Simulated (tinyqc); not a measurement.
Finnis-Sinclair potential for a bcc metal: fit to cohesion and elasticity, then vacancy, surfaces and structure: one step, computed by the program tinyqc. Command: `OMP_NUM_THREADS=1 python tinyqc.py 3110674 3110675 out.jsonl fsfit walk`. One thread of a shared host (Intel(R) Xeon(R) Processor @ 2.30GHz), about 0.01 s of CPU time with the checks.

E = (1/2) sum V(r) - A sqrt(rho), rho = sum phi(r), phi = (r - d)^2 for r < d, V = (r - c)^2 (c0 + c1 r + c2 r^2) for r < c. In bcc the 8 first neighbours lie at sqrt(3) a/2 and the 6 second at a; both cut-offs lie below the third shell; Omega = a^3/2; E is per atom and z the number of atoms in a shell. The four constants A, c0, c1, c2 are fitted to E_c, zero pressure, B and C12 - C44 alone, so C44 and C11 - C12 are not matched singly; defects are unrelaxed.

Question. Three linear equations for c0, c1, c2. With v_k = (r - c)^2 r^k the rows are (1/2) sum z v_k, (1/2) sum z r v_k' and (1/2) sum z r^2 v_k''. With rho1 = sum z r phi' and rho2 = sum z r^2 phi'' the right-hand sides are: -E_c + A sqrt(rho) (cohesion); A rho1/(2 sqrt(rho)) (zero pressure); 9 B Omega + A [rho2/(2 sqrt(rho)) - rho1^2/(4 rho^(3/2))] with B = (C11 + 2 C12)/3.

Inputs (values chosen for the exercise, modelled on tantalum):
```
quantity             value      unit
lattice constant a   3.306  angstrom
cohesive energy E_c   8.05        eV
target C11             270       GPa
target C12             157       GPa
pair cut-off c/a     1.252         -
```

rho = 15.52542 angstrom^2

A = 2.434747 eV/angstrom

rho1 = -86.70111 angstrom^2

rho2 = 262.3113 angstrom^2

Constants: 1 eV/angstrom^3 = 160.2176634 GPa.

Give: matrix; right-hand side.

Answer.

matrix:
```
                  c0       c1       c2
cohesion        8.60    25.53    76.15
pressure      -45.75  -112.78  -267.91
bulk modulus  131.16   127.93  -274.21
```

right-hand side (eV): 1.54  -26.79  203.81
